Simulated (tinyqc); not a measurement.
Ellipsometry and reflectance of a transparent film on an absorbing substrate: one step of the calculation.

Air (index 1), film, substrate with N2 = n2 - i k2; time factor exp(+i w t). q_j = sqrt(N_j^2 - sin^2 th), root with positive real part. Fresnel coefficients r_s = (q_a - q_b)/(q_a + q_b), r_p = (N_b^2 q_a - N_a^2 q_b)/(N_b^2 q_a + N_a^2 q_b). tan(Psi) exp(i Delta) = R_p/R_s, Delta taken from 0 to 360 degrees.

Question. Interface coefficients and thickness period. q0, q1, q2 and the coefficients r01 and r12 for p and s; the results repeat in d with the period lam/(2 q1).

Parameters, values chosen for the exercise; indices close to those of hafnium oxide on silicon: wavelength lam = 405 nm; angle of incidence th = 75 degrees; index of the transparent film n1 = 2.066; index of the substrate n2 = 5.42; extinction coefficient of the substrate k2 = 0.329.

Give: q0; q1; q2; r01,p; r01,s; r12,p; r12,s; period.

Answer.

q0 = 0.25882
q1 = 1.8263
q2 = 5.3336-0.3343i
r01,p = -0.24618
r01,s = -0.75175
r12,p = 0.40517-0.02452i
r12,s = -0.49096+0.02377i
period = 110.88 nm

Computed by the program tinyqc: `OMP_NUM_THREADS=1 python tinyqc.py 2870108 2870109 out.jsonl`, one thread of a shared Intel Xeon 2.30GHz, about 0.01 s for the whole run.
